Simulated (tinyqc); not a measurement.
Inside a calculation. Model: electron continuity equation in a given potential, Scharfetter-Gummel discretisation.

Computed by the program tinyqc: `OMP_NUM_THREADS=1 python tinyqc.py 2220002 2220003 out.jsonl`, one thread of a shared Intel Xeon 2.30GHz, about 0.01 s for the whole run. Printed values are rounded.

Steady state in one dimension: J = q mu n E + q D dn/dx with E = -dpsi/dx and D = mu Vt, dJ/dx = 0, fixed densities nL and nR at the ends. The potential is given, psi = U x/L, and is not changed by the electrons.

Values chosen for this exercise; mobility close to that of gallium arsenide at room temperature:
```
symbol,value,unit,meaning
T,300,K,temperature
mu,8040,cm^2/(V s),electron mobility
L,1.1,um,length of the region
nL,4.8e13,cm^-3,density at x = 0
nR,8.1e14,cm^-3,density at x = L
U,0.026,V,potential difference psi(L) - psi(0)
```

Constants: q = 1.602176634e-19 C, kB = 1.380649e-23 J/K, Vt = kB T/q. Results are converted to the units shown.

## Potential on the mesh

8 equal intervals, h = L/8; psi = U x/L.

psi, node 0 to 8 (V): 0.00000000  0.00325000  0.00650000  0.00975000  0.01300000  0.01625000  0.01950000  0.02275000  0.02600000

## Bernoulli factors

d_i = (psi_(i+1) - psi_i)/Vt; B(d) = d/(exp(d) - 1), B(0) = 1. The flux on interval i is J_i = (q D/h) [n_(i+1) B(d_i) - n_i B(-d_i)].

```
interval        d_i     B(d_i)   B(-d_i)
0         0.1257156  0.9384589  1.064174
1         0.1257156  0.9384589  1.064174
2         0.1257156  0.9384589  1.064174
3         0.1257156  0.9384589  1.064174
4         0.1257156  0.9384589  1.064174
5         0.1257156  0.9384589  1.064174
6         0.1257156  0.9384589  1.064174
7         0.1257156  0.9384589  1.064174
```

The largest |d_i| is 0.126, below 2, so central differences would also keep densities positive.

## Tridiagonal system for the inner nodes

Row i (1 to 7): B(-d_(i-1)) n_(i-1) + b_i n_i + B(d_i) n_(i+1) = f_i with b_i = -B(-d_i) - B(d_(i-1)) and f_i = 0; the known end values are moved to the right: f_1 loses B(-d_0) nL and f_7 loses B(d_7) nR. h = L/8, D = mu Vt.

```
node  diagonal b  right side f (cm^-3)
1      -2.002633          -5.108038e13
2      -2.002633                     0
3      -2.002633                     0
4      -2.002633                     0
5      -2.002633                     0
6      -2.002633                     0
7      -2.002633          -7.601517e14
```

## Densities and current

B(d_i) and B(-d_i) are the Bernoulli factors of the potential steps, b and f the diagonal and right side. Solve B(-d_(i-1)) n_(i-1) + b_i n_i + B(d_i) n_(i+1) = f_i (end values already in f), then J_i = (q D/h) [n_(i+1) B(d_i) - n_i B(-d_i)], h = L/8, D = mu Vt.

n, node 0 to 8 (cm^-3): 4.8e13  1.068719e14  1.736302e14  2.493314e14  3.351736e14  4.325151e14  5.428965e14  6.680645e14  8.1e14
J, interval 0 to 7 (A/cm^2): 119.1930  119.1930  119.1930  119.1930  119.1930  119.1930  119.1930  119.1930

Without sources J is the same on every interval. A mesh 200 times finer gives the same densities: for a potential that is linear on each interval and no sources the scheme is exact.

## Three discretisations compared

8 equal intervals. Fluxes J_i = (q D/h)(n_(i+1) P_i - n_i Q_i), d_i = (psi_(i+1) - psi_i)/Vt: Scharfetter-Gummel P = B(d), Q = B(-d), B(d) = d/(exp(d) - 1); central P = 1 - d/2, Q = 1 + d/2; upwind P = 1 + max(-d, 0), Q = 1 + max(d, 0). Balance at each inner node: J_i - J_(i-1) = 0. The reference is Scharfetter-Gummel on 1600 intervals.

Densities (cm^-3):
```
node  Scharfetter-Gummel   central    upwind  reference
0               4.800e13  4.800e13  4.800e13   4.800e13
1               1.069e14  1.068e14  1.087e14   1.069e14
2               1.736e14  1.736e14  1.770e14   1.736e14
3               2.493e14  2.492e14  2.539e14   2.493e14
4               3.352e14  3.351e14  3.404e14   3.352e14
5               4.325e14  4.324e14  4.378e14   4.325e14
6               5.429e14  5.428e14  5.475e14   5.429e14
7               6.681e14  6.680e14  6.710e14   6.681e14
8               8.100e14  8.100e14  8.100e14   8.100e14
```

Largest errors as a share of the largest reference density listed: Scharfetter-Gummel under 1e-7 %, central 0.015 %, upwind 0.66 %. The largest |d| is 0.126. Upwinding stays positive but acts as if D were larger by the factor 1 + |d|/2, up to 1.06 here.
